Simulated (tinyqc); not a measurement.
## Gap and screening length from two transmissions

Problem. At the source junction of a tunnel FET, T(w) = exp(-S), S = 2 pi lam sqrt(m/(C Eg)) [w + Eg/2 - sqrt(w (w + Eg))], C = hbar^2/(2 m0). Find Eg (between 0.1 and 3 eV) and lam.

Parameters, values chosen for the exercise:
```
symbol,value,unit,meaning
m,0.025,m0,band-edge mass of the two-band model
```

Constants: q = 1.602176634e-19 C, hbar = 1.054571817e-34 J s, m0 = 9.1093837015e-31 kg, hbar^2/(2 m0) = 0.0380998212 eV nm^2. Results are converted to the units shown.

T(w) at w = 0.04 and 0.26 eV: 0.028997950  0.23689678

Answer. The ratio of the two exponents depends on Eg alone and falls steadily with it, which fixes Eg; either exponent then gives lam.

ratio of the two S = 2.458
Eg = 0.3470 eV
lam = 4.600 nm

tinyqc, about 0.01 s, one thread, Intel Xeon 2.30GHz (shared host): `OMP_NUM_THREADS=1 python tinyqc.py 2620144 2620145 out.jsonl`
